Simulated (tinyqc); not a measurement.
Well width from the intersubband spacing.

Question. In an empty well of width L and depth Vb, level k solves kw L/2 = (k - 1) pi/2 + arctan(sqrt((mw/mb)(Vb - E)/E)) with kw = sqrt(mw E/C), C = hbar^2/(2 m0). Find L, E1 and E2 from the spacing.

Parameters, values chosen for the exercise; material values close to those of GaN in AlGaN: mass along z in the well mw = 0.195 m0; mass along z in the barriers mb = 0.251 m0; barrier height Vb = 0.397 eV.

Constants: q = 1.602176634e-19 C, hbar = 1.054571817e-34 J s, m0 = 9.1093837015e-31 kg, hbar^2/(2 m0) = 0.0380998212 eV nm^2. Results are converted to the units shown.

E2 - E1 = 62.407449 meV

Answer. Both levels are solved for trial widths until their difference matches. A second level is bound only for L above 2.20 nm, and over that range one width gives this spacing.

L = 8.000 nm
E1 = 20.93 meV
E2 = 83.34 meV

Program tinyqc, `OMP_NUM_THREADS=1 python tinyqc.py 2140048 2140049 out.jsonl`; Intel Xeon 2.30GHz, shared host, one thread, about 0.2 s.
